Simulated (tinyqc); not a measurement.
From results back to parameters: ellipsoidal valleys in the axes of a wafer and a channel. Four cases, with inputs chosen for the exercise.

Problem. A valley whose axis makes az^2 = 0.111111 with the surface normal has 1/mz = az^2/ml + (1 - az^2)/mt and mz md^2 = ml mt^2. Its confinement and density-of-states masses are given, and ml > mt.

Find: ml mt^2; mt; ml.

Method. Put ml = (mz md^2)/mt^2 into the first relation and solve for mt below (mz md^2)^(1/3), the value at which ml = mt; a scan of that range finds one root.

Case 1.

mz, md (m0): 0.0916554  0.3404579

Solution.

ml mt^2 = 0.010624
mt = 0.082 m0
ml = 1.580 m0

Case 2.

mz, md (m0): 0.0873098  0.3671058

Solution.

ml mt^2 = 0.011766
mt = 0.078 m0
ml = 1.934 m0

Case 3.

mz, md (m0): 0.0916535  0.3399222

Solution.

ml mt^2 = 0.010590
mt = 0.082 m0
ml = 1.575 m0

Case 4.

mz, md (m0): 0.0916520  0.3394931

Solution.

ml mt^2 = 0.010563
mt = 0.082 m0
ml = 1.571 m0

Computed by tinyqc, one run a case: `OMP_NUM_THREADS=1 python tinyqc.py N N+1 out.jsonl` with N = 1850013, 1850046, 1850481, 1850537; one thread of a shared Intel(R) Xeon(R) Processor @ 2.30GHz, about 0.01 s a run at most.
